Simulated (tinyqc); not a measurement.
UHF in the 6-31g basis, for H4+, spin multiplicity 2, step by step (part 1 of 2). Computed by tinyqc, a small Python program that keeps every step (integrals from PySCF). Settings: charge = 1, multiplicity = 2, basis = 6-31g, energy threshold = 1e-09, iteration cap = 79, orthogonalisation = symmetric, start = core, DIIS depth = 8, method = UHF. Command: `OMP_NUM_THREADS=1 python tinyqc.py 27077 27078 out.jsonl` (the two numbers bound the seeds that draw the settings). One thread of a shared host (Intel(R) Xeon(R) Processor @ 2.60GHz), about 0.2 s of CPU time with the checks. Later iterations appear only in the table of the cycle.

## One-electron integrals

Geometry (angstrom):
```
atom,x,y,z
H,0.00000,0.00000,0.00000
H,0.00000,0.00000,1.56500
H,0.00000,0.00000,3.41900
H,0.00000,0.00000,4.98400
```

Basis 6-31g: exponents (1/bohr^2) and contraction coefficients of normalised primitives:
```
element,l (shell),exponent,coefficient
H,s (1),18.73114,0.03349
H,s (1),2.82539,0.23473
H,s (1),0.64012,0.81376
H,s (2),0.16128,1.00000
```

Overlap, kinetic and nuclear-attraction integrals over the contracted functions; the nuclear repulsion is the sum of Za Zb / Rab.

nuclear repulsion = 1.3774155 hartree

overlap S, lower triangle:
```
,1H 1s,1H 2s,2H 1s,2H 2s,3H 1s,3H 2s,4H 1s,4H 2s
1H 1s,1.00000
1H 2s,0.65829,1.00000
2H 1s,0.04307,0.20881,1.00000
2H 2s,0.20881,0.49396,0.65829,1.00000
3H 1s,0.00000,0.00282,0.01346,0.13154,1.00000
3H 2s,0.00282,0.03452,0.13154,0.37164,0.65829,1.00000
4H 1s,0.00000,0.00001,0.00000,0.00282,0.04307,0.20881,1.00000
4H 2s,0.00001,0.00078,0.00282,0.03452,0.20881,0.49396,0.65829,1.00000
```

kinetic energy T (hartree), lower triangle:
```
,1H 1s,1H 2s,2H 1s,2H 2s,3H 1s,3H 2s,4H 1s,4H 2s
1H 1s,1.39568
1H 2s,0.25974,0.24192
2H 1s,-0.04247,0.01918,1.39568
2H 2s,0.01918,0.06331,0.25974,0.24192
3H 1s,-0.00001,-0.00288,-0.02250,-0.00382,1.39568
3H 2s,-0.00288,-0.01039,-0.00382,0.03058,0.25974,0.24192
4H 1s,0.00000,-0.00002,-0.00001,-0.00288,-0.04247,0.01918,1.39568
4H 2s,-0.00002,-0.00071,-0.00288,-0.01039,0.01918,0.06331,0.25974,0.24192
```

nuclear attraction V (hartree), lower triangle:
```
,1H 1s,1H 2s,2H 1s,2H 2s,3H 1s,3H 2s,4H 1s,4H 2s
1H 1s,-2.25231
1H 2s,-1.13665,-1.23401
2H 1s,-0.07323,-0.38171,-2.43156
2H 2s,-0.35935,-0.67248,-1.25464,-1.41186
3H 1s,0.00000,-0.00457,-0.02131,-0.23497,-2.43156
3H 2s,-0.00461,-0.04869,-0.23497,-0.51447,-1.25464,-1.41186
4H 1s,0.00000,-0.00001,0.00000,-0.00461,-0.07323,-0.35935,-2.25231
4H 2s,-0.00001,-0.00108,-0.00457,-0.04869,-0.38171,-0.67248,-1.13665,-1.23401
```

core Hamiltonian H = T + V (hartree), lower triangle:
```
,1H 1s,1H 2s,2H 1s,2H 2s,3H 1s,3H 2s,4H 1s,4H 2s
1H 1s,-0.85664
1H 2s,-0.87691,-0.99209
2H 1s,-0.11571,-0.36253,-1.03588
2H 2s,-0.34017,-0.60917,-0.99491,-1.16994
3H 1s,-0.00001,-0.00745,-0.04381,-0.23879,-1.03588
3H 2s,-0.00749,-0.05908,-0.23879,-0.48389,-0.99491,-1.16994
4H 1s,0.00000,-0.00003,-0.00001,-0.00749,-0.11571,-0.34017,-0.85664
4H 2s,-0.00003,-0.00180,-0.00745,-0.05908,-0.36253,-0.60917,-0.87691,-0.99209
```

## Two-electron integrals

Functions are numbered as in S; the eight-fold symmetry (ij|kl) = (ji|kl) = (kl|ij) leaves the list below.

Two-electron integrals (ij|kl) in chemists' order, unique and non-zero (hartree):
```
i,j,k,l,(ij|kl)
1,1,1,1,1.07657
2,1,1,1,0.57847
2,1,2,1,0.32942
2,2,1,1,0.58740
2,2,2,1,0.36130
2,2,2,2,0.45315
3,1,1,1,0.02728
3,1,2,1,0.01678
3,1,2,2,0.02075
3,1,3,1,0.00166
3,2,1,1,0.08592
3,2,2,1,0.05567
3,2,2,2,0.07813
3,2,3,1,0.00632
3,2,3,2,0.03251
3,3,1,1,0.33800
3,3,2,1,0.22211
3,3,2,2,0.32801
3,3,3,1,0.02728
3,3,3,2,0.17187
3,3,3,3,1.07657
4,1,1,1,0.17187
4,1,2,1,0.09935
4,1,2,2,0.11158
4,1,3,1,0.00632
4,1,3,2,0.02142
4,1,3,3,0.08592
4,1,4,1,0.03251
4,2,1,1,0.24162
4,2,2,1,0.15185
4,2,2,2,0.20009
4,2,3,1,0.01217
4,2,3,2,0.05274
4,2,3,3,0.24162
4,2,4,1,0.05274
4,2,4,2,0.11057
4,3,1,1,0.22211
4,3,2,1,0.14557
4,3,2,2,0.21313
4,3,3,1,0.01678
4,3,3,2,0.09935
4,3,3,3,0.57847
4,3,4,1,0.05567
4,3,4,2,0.15185
4,3,4,3,0.32942
4,4,1,1,0.32801
4,4,2,1,0.21313
4,4,2,2,0.30668
4,4,3,1,0.02075
4,4,3,2,0.11158
4,4,3,3,0.58740
4,4,4,1,0.07813
4,4,4,2,0.20009
4,4,4,3,0.36130
4,4,4,4,0.45315
5,1,1,1,3.23e-07
5,1,2,1,2.12e-07
5,1,2,2,3.16e-07
5,1,3,1,2.47e-08
5,1,3,2,1.60e-07
5,1,3,3,9.96e-07
5,1,4,1,8.09e-08
5,1,4,2,2.33e-07
5,1,4,3,5.58e-07
5,1,4,4,5.94e-07
5,2,1,1,0.00054
5,2,2,1,0.00036
5,2,2,2,0.00054
5,2,3,1,3.29e-05
5,2,3,2,0.00021
5,2,3,3,0.00124
5,2,4,1,0.00013
5,2,4,2,0.00037
5,2,4,3,0.00080
5,2,4,4,0.00110
5,2,5,2,5.73e-06
5,3,1,1,0.00286
5,3,2,1,0.00189
5,3,2,2,0.00286
5,3,3,1,0.00018
5,3,3,2,0.00121
5,3,3,3,0.00747
5,3,4,1,0.00068
5,3,4,2,0.00202
5,3,4,3,0.00470
5,3,4,4,0.00609
5,3,5,1,8.65e-09
5,3,5,2,2.89e-05
5,3,5,3,0.00016
5,4,1,1,0.02269
5,4,2,1,0.01494
5,4,2,2,0.02269
5,4,3,1,0.00132
5,4,3,2,0.00809
5,4,3,3,0.04619
5,4,4,1,0.00524
5,4,4,2,0.01500
5,4,4,3,0.03021
5,4,4,4,0.04385
5,4,5,1,5.30e-08
5,4,5,2,0.00026
5,4,5,3,0.00118
5,4,5,4,0.01282
5,5,1,1,0.15478
5,5,2,1,0.10189
5,5,2,2,0.15478
5,5,3,1,0.00866
5,5,3,2,0.05151
5,5,3,3,0.28542
5,5,4,1,0.03537
5,5,4,2,0.09912
5,5,4,3,0.18783
5,5,4,4,0.28251
5,5,5,1,3.23e-07
5,5,5,2,0.00186
5,5,5,3,0.00747
5,5,5,4,0.10552
5,5,5,5,1.07657
6,1,1,1,0.00186
6,1,2,1,0.00112
6,1,2,2,0.00137
6,1,3,1,0.00010
6,1,3,2,0.00036
6,1,3,3,0.00154
6,1,4,1,0.00040
6,1,4,2,0.00075
6,1,4,3,0.00096
6,1,4,4,0.00125
6,1,5,2,2.03e-06
6,1,5,3,1.11e-05
6,1,5,4,0.00008
6,1,5,5,0.00054
6,1,6,1,5.73e-06
6,2,1,1,0.01050
6,2,2,1,0.00685
6,2,2,2,0.00997
6,2,3,1,0.00067
6,2,3,2,0.00375
6,2,3,3,0.02014
6,2,4,1,0.00251
6,2,4,2,0.00662
6,2,4,3,0.01240
6,2,4,4,0.01558
6,2,5,1,2.06e-08
6,2,5,2,4.05e-05
6,2,5,3,0.00022
6,2,5,4,0.00163
6,2,5,5,0.01050
6,2,6,1,4.05e-05
6,2,6,2,0.00054
6,3,1,1,0.03642
6,3,2,1,0.02396
6,3,2,2,0.03594
6,3,3,1,0.00261
6,3,3,2,0.01705
6,3,3,3,0.10552
6,3,4,1,0.00896
6,3,4,2,0.02610
6,3,4,3,0.06134
6,3,4,4,0.06954
6,3,5,1,1.09e-07
6,3,5,2,0.00020
6,3,5,3,0.00118
6,3,5,4,0.00756
6,3,5,5,0.04619
6,3,6,1,0.00015
6,3,6,2,0.00245
6,3,6,3,0.01282
6,4,1,1,0.07887
6,4,2,1,0.05188
6,4,2,2,0.07833
6,4,3,1,0.00487
6,4,3,2,0.02988
6,4,3,3,0.17022
6,4,4,1,0.01860
6,4,4,2,0.05304
6,4,4,3,0.10771
6,4,4,4,0.14431
6,4,5,1,1.87e-07
6,4,5,2,0.00056
6,4,5,3,0.00286
6,4,5,4,0.02435
6,4,5,5,0.17022
6,4,6,1,0.00030
6,4,6,2,0.00520
6,4,6,3,0.02435
6,4,6,4,0.06259
6,5,1,1,0.10189
6,5,2,1,0.06707
6,5,2,2,0.10189
6,5,3,1,0.00570
6,5,3,2,0.03391
6,5,3,3,0.18783
6,5,4,1,0.02328
6,5,4,2,0.06522
6,5,4,3,0.12352
6,5,4,4,0.18482
6,5,5,1,2.12e-07
6,5,5,2,0.00112
6,5,5,3,0.00470
6,5,5,4,0.06134
6,5,5,5,0.57847
6,5,6,1,0.00036
6,5,6,2,0.00685
6,5,6,3,0.03021
6,5,6,4,0.10771
6,5,6,5,0.32942
6,6,1,1,0.15478
6,6,2,1,0.10189
6,6,2,2,0.15474
6,6,3,1,0.00866
6,6,3,2,0.05124
6,6,3,3,0.28251
6,6,4,1,0.03536
6,6,4,2,0.09868
6,6,4,3,0.18482
6,6,4,4,0.27212
6,6,5,1,3.16e-07
6,6,5,2,0.00137
6,6,5,3,0.00609
6,6,5,4,0.06954
6,6,5,5,0.58740
6,6,6,1,0.00054
6,6,6,2,0.00997
6,6,6,3,0.04385
6,6,6,4,0.14431
6,6,6,5,0.36130
6,6,6,6,0.45315
7,2,1,1,8.57e-07
7,2,2,1,5.64e-07
7,2,2,2,8.57e-07
7,2,3,1,4.60e-08
7,2,3,2,2.63e-07
7,2,3,3,1.41e-06
7,2,4,1,1.93e-07
7,2,4,2,5.27e-07
7,2,4,3,9.28e-07
7,2,4,4,1.41e-06
7,2,5,2,7.60e-09
7,2,5,3,3.08e-08
7,2,5,4,4.37e-07
7,2,5,5,4.43e-06
7,2,6,2,5.16e-08
7,2,6,3,2.17e-07
7,2,6,4,8.02e-07
7,2,6,5,2.67e-06
7,2,6,6,3.21e-06
7,3,1,1,1.69e-07
7,3,2,1,1.11e-07
7,3,2,2,1.69e-07
7,3,3,1,9.57e-09
7,3,3,2,5.76e-08
7,3,3,3,3.23e-07
7,3,4,1,3.87e-08
7,3,4,2,1.09e-07
7,3,4,3,2.12e-07
7,3,4,4,3.16e-07
7,3,5,3,8.65e-09
7,3,5,4,1.09e-07
7,3,5,5,9.96e-07
7,3,6,2,1.18e-08
7,3,6,3,5.30e-08
7,3,6,4,1.87e-07
7,3,6,5,5.58e-07
7,3,6,6,5.94e-07
7,4,1,1,0.00035
7,4,2,1,0.00023
7,4,2,2,0.00035
7,4,3,1,1.82e-05
7,4,3,2,0.00010
7,4,3,3,0.00054
7,4,4,1,0.00008
7,4,4,2,0.00021
7,4,4,3,0.00036
7,4,4,4,0.00054
7,4,5,2,2.70e-06
7,4,5,3,1.11e-05
7,4,5,4,0.00015
7,4,5,5,0.00154
7,4,6,1,1.16e-06
7,4,6,2,1.98e-05
7,4,6,3,0.00008
7,4,6,4,0.00030
7,4,6,5,0.00096
7,4,6,6,0.00125
7,4,7,2,1.24e-08
7,4,7,4,5.73e-06
7,5,1,1,0.00543
7,5,2,1,0.00357
7,5,2,2,0.00543
7,5,3,1,0.00029
7,5,3,2,0.00163
7,5,3,3,0.00866
7,5,4,1,0.00122
7,5,4,2,0.00330
7,5,4,3,0.00570
7,5,4,4,0.00866
7,5,5,1,9.57e-09
7,5,5,2,4.49e-05
7,5,5,3,0.00018
7,5,5,4,0.00261
7,5,5,5,0.02728
7,5,6,1,1.82e-05
7,5,6,2,0.00032
7,5,6,3,0.00132
7,5,6,4,0.00487
7,5,6,5,0.01678
7,5,6,6,0.02075
7,5,7,2,2.14e-07
7,5,7,3,2.47e-08
7,5,7,4,0.00010
7,5,7,5,0.00166
7,6,1,1,0.02356
7,6,2,1,0.01551
7,6,2,2,0.02356
7,6,3,1,0.00122
7,6,3,2,0.00675
7,6,3,3,0.03537
7,6,4,1,0.00525
7,6,4,2,0.01397
7,6,4,3,0.02328
7,6,4,4,0.03536
7,6,5,1,3.87e-08
7,6,5,2,0.00016
7,6,5,3,0.00068
7,6,5,4,0.00896
7,6,5,5,0.08592
7,6,6,1,0.00008
7,6,6,2,0.00128
7,6,6,3,0.00524
7,6,6,4,0.01860
7,6,6,5,0.05567
7,6,6,6,0.07813
7,6,7,2,7.87e-07
7,6,7,3,8.09e-08
7,6,7,4,0.00040
7,6,7,5,0.00632
7,6,7,6,0.03251
7,7,1,1,0.10618
7,7,2,1,0.06989
7,7,2,2,0.10618
7,7,3,1,0.00543
7,7,3,2,0.02978
7,7,3,3,0.15478
7,7,4,1,0.02356
7,7,4,2,0.06221
7,7,4,3,0.10189
7,7,4,4,0.15478
7,7,5,1,1.69e-07
7,7,5,2,0.00067
7,7,5,3,0.00286
7,7,5,4,0.03642
7,7,5,5,0.33800
7,7,6,1,0.00035
7,7,6,2,0.00558
7,7,6,3,0.02269
7,7,6,4,0.07887
7,7,6,5,0.22211
7,7,6,6,0.32801
7,7,7,2,3.30e-06
7,7,7,3,3.23e-07
7,7,7,4,0.00186
7,7,7,5,0.02728
7,7,7,6,0.17187
7,7,7,7,1.07657
8,1,1,1,3.30e-06
8,1,2,1,2.08e-06
8,1,2,2,2.75e-06
8,1,3,1,2.14e-07
8,1,3,2,9.41e-07
8,1,3,3,4.43e-06
8,1,4,1,7.87e-07
8,1,4,2,1.71e-06
8,1,4,3,2.67e-06
8,1,4,4,3.21e-06
8,1,5,2,5.49e-09
8,1,5,3,3.08e-08
8,1,5,4,2.17e-07
8,1,5,5,1.41e-06
8,1,6,1,1.24e-08
8,1,6,2,1.06e-07
8,1,6,3,4.37e-07
8,1,6,4,8.02e-07
8,1,6,5,9.28e-07
8,1,6,6,1.41e-06
8,1,7,5,4.60e-08
8,1,7,6,1.93e-07
8,1,7,7,8.57e-07
8,2,1,1,0.00017
8,2,2,1,0.00011
8,2,2,2,0.00016
8,2,3,1,1.03e-05
8,2,3,2,0.00006
8,2,3,3,0.00036
8,2,4,1,3.92e-05
8,2,4,2,0.00011
8,2,4,3,0.00023
8,2,4,4,0.00030
8,2,5,2,1.18e-06
8,2,5,3,6.02e-06
8,2,5,4,0.00005
8,2,5,5,0.00036
8,2,6,1,6.29e-07
8,2,6,2,1.09e-05
8,2,6,3,0.00005
8,2,6,4,0.00013
8,2,6,5,0.00023
8,2,6,6,0.00030
8,2,7,4,6.29e-07
8,2,7,5,1.03e-05
8,2,7,6,3.92e-05
8,2,7,7,0.00017
8,2,8,2,2.77e-07
8,3,1,1,0.00067
8,3,2,1,0.00044
8,3,2,2,0.00067
8,3,3,1,4.49e-05
8,3,3,2,0.00030
8,3,3,3,0.00186
8,3,4,1,0.00016
8,3,4,2,0.00048
8,3,4,3,0.00112
8,3,4,4,0.00137
8,3,5,2,5.04e-06
8,3,5,3,2.89e-05
8,3,5,4,0.00020
8,3,5,5,0.00124
8,3,6,1,2.70e-06
8,3,6,2,4.93e-05
8,3,6,3,0.00026
8,3,6,4,0.00056
8,3,6,5,0.00080
8,3,6,6,0.00110
8,3,7,2,5.49e-09
8,3,7,4,2.03e-06
8,3,7,5,3.29e-05
8,3,7,6,0.00013
8,3,7,7,0.00054
8,3,8,1,7.60e-09
8,3,8,2,1.18e-06
8,3,8,3,5.73e-06
8,4,1,1,0.00558
8,4,2,1,0.00367
8,4,2,2,0.00558
8,4,3,1,0.00032
8,4,3,2,0.00189
8,4,3,3,0.01050
8,4,4,1,0.00128
8,4,4,2,0.00359
8,4,4,3,0.00685
8,4,4,4,0.00997
8,4,5,1,1.18e-08
8,4,5,2,4.93e-05
8,4,5,3,0.00022
8,4,5,4,0.00245
8,4,5,5,0.02014
8,4,6,1,1.98e-05
8,4,6,2,0.00037
8,4,6,3,0.00163
8,4,6,4,0.00520
8,4,6,5,0.01240
8,4,6,6,0.01558
8,4,7,2,1.06e-07
8,4,7,3,2.06e-08
8,4,7,4,4.05e-05
8,4,7,5,0.00067
8,4,7,6,0.00251
8,4,7,7,0.01050
8,4,8,1,5.16e-08
8,4,8,2,1.09e-05
8,4,8,3,4.05e-05
8,4,8,4,0.00054
8,5,1,1,0.02978
8,5,2,1,0.01960
8,5,2,2,0.02978
8,5,3,1,0.00163
8,5,3,2,0.00947
8,5,3,3,0.05151
8,5,4,1,0.00675
8,5,4,2,0.01864
8,5,4,3,0.03391
8,5,4,4,0.05124
8,5,5,1,5.76e-08
8,5,5,2,0.00030
8,5,5,3,0.00121
8,5,5,4,0.01705
8,5,5,5,0.17187
8,5,6,1,0.00010
8,5,6,2,0.00189
8,5,6,3,0.00809
8,5,6,4,0.02988
8,5,6,5,0.09935
8,5,6,6,0.11158
8,5,7,2,9.41e-07
8,5,7,3,1.60e-07
8,5,7,4,0.00036
8,5,7,5,0.00632
8,5,7,6,0.02142
8,5,7,7,0.08592
8,5,8,1,2.63e-07
8,5,8,2,0.00006
8,5,8,3,0.00021
8,5,8,4,0.00375
8,5,8,5,0.03251
8,6,1,1,0.06221
8,6,2,1,0.04096
8,6,2,2,0.06221
8,6,3,1,0.00330
8,6,3,2,0.01864
8,6,3,3,0.09912
8,6,4,1,0.01397
8,6,4,2,0.03776
8,6,4,3,0.06522
8,6,4,4,0.09868
8,6,5,1,1.09e-07
8,6,5,2,0.00048
8,6,5,3,0.00202
8,6,5,4,0.02610
8,6,5,5,0.24162
8,6,6,1,0.00021
8,6,6,2,0.00359
8,6,6,3,0.01500
8,6,6,4,0.05304
8,6,6,5,0.15185
8,6,6,6,0.20009
8,6,7,2,1.71e-06
8,6,7,3,2.33e-07
8,6,7,4,0.00075
8,6,7,5,0.01217
8,6,7,6,0.05274
8,6,7,7,0.24162
8,6,8,1,5.27e-07
8,6,8,2,0.00011
8,6,8,3,0.00037
8,6,8,4,0.00662
8,6,8,5,0.05274
8,6,8,6,0.11057
8,7,1,1,0.06989
8,7,2,1,0.04601
8,7,2,2,0.06989
8,7,3,1,0.00357
8,7,3,2,0.01960
8,7,3,3,0.10189
8,7,4,1,0.01551
8,7,4,2,0.04096
8,7,4,3,0.06707
8,7,4,4,0.10189
8,7,5,1,1.11e-07
8,7,5,2,0.00044
8,7,5,3,0.00189
8,7,5,4,0.02396
8,7,5,5,0.22211
8,7,6,1,0.00023
8,7,6,2,0.00367
8,7,6,3,0.01494
8,7,6,4,0.05188
8,7,6,5,0.14557
8,7,6,6,0.21313
8,7,7,2,2.08e-06
8,7,7,3,2.12e-07
8,7,7,4,0.00112
8,7,7,5,0.01678
8,7,7,6,0.09935
8,7,7,7,0.57847
8,7,8,1,5.64e-07
8,7,8,2,0.00011
8,7,8,3,0.00036
8,7,8,4,0.00685
8,7,8,5,0.05567
8,7,8,6,0.15185
8,7,8,7,0.32942
8,8,1,1,0.10618
8,8,2,1,0.06989
8,8,2,2,0.10618
8,8,3,1,0.00543
8,8,3,2,0.02978
8,8,3,3,0.15478
8,8,4,1,0.02356
8,8,4,2,0.06221
8,8,4,3,0.10189
8,8,4,4,0.15474
8,8,5,1,1.69e-07
8,8,5,2,0.00067
8,8,5,3,0.00286
8,8,5,4,0.03594
8,8,5,5,0.32801
8,8,6,1,0.00035
8,8,6,2,0.00558
8,8,6,3,0.02269
8,8,6,4,0.07833
8,8,6,5,0.21313
8,8,6,6,0.30668
8,8,7,2,2.75e-06
8,8,7,3,3.16e-07
8,8,7,4,0.00137
8,8,7,5,0.02075
8,8,7,6,0.11158
8,8,7,7,0.58740
8,8,8,1,8.57e-07
8,8,8,2,0.00016
8,8,8,3,0.00054
8,8,8,4,0.00997
8,8,8,5,0.07813
8,8,8,6,0.20009
8,8,8,7,0.36130
8,8,8,8,0.45315
```

## Orthogonalisation

S = U s U^T; symmetric (Loewdin) form X = U s^(-1/2) U^T, so that X^T S X = 1.

eigenvalues of S: 0.14186  0.26466  0.35356  0.39039  1.12605  1.32511  1.99265  2.40573

X, lower triangle:
```
,1H 1s,1H 2s,2H 1s,2H 2s,3H 1s,3H 2s,4H 1s,4H 2s
1H 1s,1.25484
1H 2s,-0.50170,1.42406
2H 1s,0.02243,0.05265,1.26955
2H 2s,0.04279,-0.42471,-0.54532,1.57421
3H 1s,0.00299,-0.02900,-0.00025,0.08303,1.26955
3H 2s,-0.01371,0.13456,0.08303,-0.41575,-0.54532,1.57421
4H 1s,-0.00118,0.00604,0.00299,-0.01371,0.02243,0.04279,1.25484
4H 2s,0.00604,-0.04774,-0.02900,0.13456,0.05265,-0.42471,-0.50170,1.42406
```

## Starting guess

The start is the orbitals of the core Hamiltonian; D(s) = C_occ C_occ^T for each spin.

D(alpha) at the start, lower triangle:
```
,1H 1s,1H 2s,2H 1s,2H 2s,3H 1s,3H 2s,4H 1s,4H 2s
1H 1s,0.03254
1H 2s,0.02349,0.01745
2H 1s,0.07246,0.04985,0.17350
2H 2s,0.10109,0.07074,0.23611,0.32400
3H 1s,-0.01908,-0.02276,0.00192,-0.01901,0.17350
3H 2s,-0.03502,-0.03722,-0.01901,-0.05533,0.23611,0.32400
4H 1s,-0.01630,-0.01525,-0.01908,-0.03502,0.07246,0.10109,0.03254
4H 2s,-0.01525,-0.01327,-0.02276,-0.03722,0.04985,0.07074,0.02349,0.01745
```

D(beta) at the start, lower triangle:
```
,1H 1s,1H 2s,2H 1s,2H 2s,3H 1s,3H 2s,4H 1s,4H 2s
1H 1s,0.00812
1H 2s,0.00412,0.00209
2H 1s,0.02669,0.01355,0.08771
2H 2s,0.03303,0.01676,0.10855,0.13434
3H 1s,0.02669,0.01355,0.08771,0.10855,0.08771
3H 2s,0.03303,0.01676,0.10855,0.13434,0.10855,0.13434
4H 1s,0.00812,0.00412,0.02669,0.03303,0.02669,0.03303,0.00812
4H 2s,0.00412,0.00209,0.01355,0.01676,0.01355,0.01676,0.00412,0.00209
```

## Iteration 1: building the Fock matrix

J_ij = sum D_kl (ij|kl) with D = D(alpha) + D(beta), K_ij = sum D_kl (ik|jl) for each spin; F = H + J - K(s); E = tr D H + tr D J / 2 - 0.5 sum_s tr D(s) K(s) + E_nn.

Coulomb J (hartree), lower triangle:
```
,1H 1s,1H 2s,2H 1s,2H 2s,3H 1s,3H 2s,4H 1s,4H 2s
1H 1s,0.82042
1H 2s,0.52430,0.74144
2H 1s,0.04892,0.27195,1.51177
2H 2s,0.18737,0.47534,0.90772,1.13445
3H 1s,0.00000,0.00386,0.01886,0.18290,1.51177
3H 2s,0.00294,0.03979,0.18290,0.44165,0.90772,1.13445
4H 1s,0.00000,0.00001,0.00000,0.00294,0.04892,0.18737,0.82042
4H 2s,0.00001,0.00093,0.00386,0.03979,0.27195,0.47534,0.52430,0.74144
```

exchange K(alpha) (hartree), lower triangle:
```
,1H 1s,1H 2s,2H 1s,2H 2s,3H 1s,3H 2s,4H 1s,4H 2s
1H 1s,0.13594
1H 2s,0.13621,0.17487
2H 1s,0.11930,0.22803,0.59827
2H 2s,0.13529,0.23010,0.47908,0.45345
3H 1s,-0.00845,-0.00323,0.02832,0.11013,0.59827
3H 2s,0.00805,0.02924,0.11013,0.17651,0.47908,0.45345
4H 1s,-0.00782,-0.01010,-0.00845,0.00805,0.11930,0.13529,0.13594
4H 2s,-0.01010,-0.01145,-0.00323,0.02924,0.22803,0.23010,0.13621,0.17487
```

exchange K(beta) (hartree), lower triangle:
```
,1H 1s,1H 2s,2H 1s,2H 2s,3H 1s,3H 2s,4H 1s,4H 2s
1H 1s,0.03698
1H 2s,0.04109,0.06120
2H 1s,0.04790,0.10545,0.31955
2H 2s,0.05639,0.11171,0.27721,0.28446
3H 1s,0.02092,0.04412,0.10805,0.15765,0.31955
3H 2s,0.02957,0.06267,0.15765,0.20427,0.27721,0.28446
4H 1s,0.00505,0.00988,0.02092,0.02957,0.04790,0.05639,0.03698
4H 2s,0.00988,0.01984,0.04412,0.06267,0.10545,0.11171,0.04109,0.06120
```

F(alpha) (hartree), lower triangle:
```
,1H 1s,1H 2s,2H 1s,2H 2s,3H 1s,3H 2s,4H 1s,4H 2s
1H 1s,-0.17216
1H 2s,-0.48883,-0.42552
2H 1s,-0.18609,-0.31861,-0.12239
2H 2s,-0.28809,-0.36393,-0.56627,-0.48894
3H 1s,0.00844,-0.00037,-0.05328,-0.16602,-0.12239
3H 2s,-0.01259,-0.04854,-0.16602,-0.21875,-0.56627,-0.48894
4H 1s,0.00782,0.01008,0.00844,-0.01259,-0.18609,-0.28809,-0.17216
4H 2s,0.01008,0.01058,-0.00037,-0.04854,-0.31861,-0.36393,-0.48883,-0.42552
```

F(beta) (hartree), lower triangle:
```
,1H 1s,1H 2s,2H 1s,2H 2s,3H 1s,3H 2s,4H 1s,4H 2s
1H 1s,-0.07319
1H 2s,-0.39371,-0.31186
2H 1s,-0.11469,-0.19604,0.15633
2H 2s,-0.20919,-0.24553,-0.36440,-0.31995
3H 1s,-0.02093,-0.04771,-0.13300,-0.21354,0.15633
3H 2s,-0.03412,-0.08197,-0.21354,-0.24651,-0.36440,-0.31995
4H 1s,-0.00505,-0.00990,-0.02093,-0.03412,-0.11469,-0.20919,-0.07319
4H 2s,-0.00990,-0.02070,-0.04771,-0.08197,-0.19604,-0.24553,-0.39371,-0.31186
```

total energy of this density = -1.4416071 hartree

## Iteration 1: diagonalisation and new density

Diagonalise F' = X^T F X, C = X C', fill 2 alpha and 1 beta electrons from the bottom; D(s) = C_occ C_occ^T. Each column has its largest component positive (the first on a tie).

F' = X^T F X (alpha) (hartree), lower triangle:
```
,1,2,3,4,5,6,7,8
1,0.21681
2,-0.52393,0.00604
3,-0.03264,-0.09221,0.39460
4,-0.09546,-0.18058,-0.69301,0.08737
5,0.00646,-0.00004,0.01507,-0.00723,0.39460
6,0.01280,0.02929,-0.00723,-0.14108,-0.69301,0.08737
7,0.00283,0.00365,0.00646,0.01280,-0.03264,-0.09546,0.21681
8,0.00365,-0.00251,-0.00004,0.02929,-0.09221,-0.18058,-0.52393,0.00604
```

orbital energies (alpha) (hartree): MO1 -0.69249, MO2 -0.64630, MO3 -0.28943, MO4 -0.17395, MO5 0.64437, MO6 0.65146, MO7 0.91670, MO8 0.99930

coefficients C (alpha):
```
,MO1,MO2,MO3,MO4,MO5,MO6,MO7,MO8
1H 1s,0.15972,0.21188,0.24736,-0.21112,0.90570,-0.91045,0.04935,0.03291
1H 2s,0.20029,0.26732,0.49887,-0.51451,-0.90128,0.94498,0.10516,-0.37756
2H 1s,0.21888,0.18490,-0.14607,0.20830,-0.02722,-0.02481,0.91817,-0.96382
2H 2s,0.30764,0.33958,-0.37049,0.66794,0.19893,-0.27875,-0.74089,1.30239
3H 1s,0.21888,-0.18490,-0.14607,-0.20830,-0.02722,0.02481,0.91817,0.96382
3H 2s,0.30764,-0.33958,-0.37049,-0.66794,0.19893,0.27875,-0.74089,-1.30239
4H 1s,0.15972,-0.21188,0.24736,0.21112,0.90570,0.91045,0.04935,-0.03291
4H 2s,0.20029,-0.26732,0.49887,0.51451,-0.90128,-0.94498,0.10516,0.37756
```

F' = X^T F X (beta) (hartree), lower triangle:
```
,1,2,3,4,5,6,7,8
1,0.28710
2,-0.48505,0.05036
3,-0.00115,-0.04141,0.62216
4,-0.06183,-0.13500,-0.59398,0.17268
5,-0.00762,-0.01798,-0.03861,-0.05254,0.62216
6,-0.00313,0.00913,-0.05254,-0.18810,-0.59398,0.17268
7,-0.00229,-0.00254,-0.00762,-0.00313,-0.00115,-0.06183,0.28710
8,-0.00254,-0.00971,-0.01798,0.00913,-0.04141,-0.13500,-0.48505,0.05036
```

orbital energies (beta) (hartree): MO1 -0.53718, MO2 -0.37603, MO3 -0.23327, MO4 -0.00377, MO5 0.66638, MO6 0.67339, MO7 0.99765, MO8 1.07741

coefficients C (beta):
```
,MO1,MO2,MO3,MO4,MO5,MO6,MO7,MO8
1H 1s,0.15844,0.24974,0.22345,-0.11994,0.91257,-0.91771,0.03997,0.02291
1H 2s,0.21676,0.44985,0.51593,-0.41116,-0.88728,0.93848,0.10914,-0.34577
2H 1s,0.17027,0.07019,-0.12285,0.18396,-0.01895,-0.01434,0.93198,-0.98395
2H 2s,0.32964,0.10395,-0.40705,0.84501,0.18457,-0.29934,-0.71553,1.23325
3H 1s,0.17027,-0.07019,-0.12285,-0.18396,-0.01895,0.01434,0.93198,0.98395
3H 2s,0.32964,-0.10395,-0.40705,-0.84501,0.18457,0.29934,-0.71553,-1.23325
4H 1s,0.15844,-0.24974,0.22345,0.11994,0.91257,0.91771,0.03997,-0.02291
4H 2s,0.21676,-0.44985,0.51593,0.41116,-0.88728,-0.93848,0.10914,0.34577
```

D(alpha) after iteration 1, lower triangle:
```
,1H 1s,1H 2s,2H 1s,2H 2s,3H 1s,3H 2s,4H 1s,4H 2s
1H 1s,0.07040
1H 2s,0.08863,0.11158
2H 1s,0.07414,0.09327,0.08210
2H 2s,0.12109,0.15239,0.13013,0.20996
3H 1s,-0.00422,-0.00559,0.01372,0.00455,0.08210
3H 2s,-0.02282,-0.02916,0.00455,-0.02067,0.13013,0.20996
4H 1s,-0.01938,-0.02465,-0.00422,-0.02282,0.07414,0.12109,0.07040
4H 2s,-0.02465,-0.03135,-0.00559,-0.02916,0.09327,0.15239,0.08863,0.11158
```

D(beta) after iteration 1, lower triangle:
```
,1H 1s,1H 2s,2H 1s,2H 2s,3H 1s,3H 2s,4H 1s,4H 2s
1H 1s,0.02510
1H 2s,0.03434,0.04698
2H 1s,0.02698,0.03691,0.02899
2H 2s,0.05223,0.07145,0.05613,0.10866
3H 1s,0.02698,0.03691,0.02899,0.05613,0.02899
3H 2s,0.05223,0.07145,0.05613,0.10866,0.05613,0.10866
4H 1s,0.02510,0.03434,0.02698,0.05223,0.02698,0.05223,0.02510
4H 2s,0.03434,0.04698,0.03691,0.07145,0.03691,0.07145,0.03434,0.04698
```
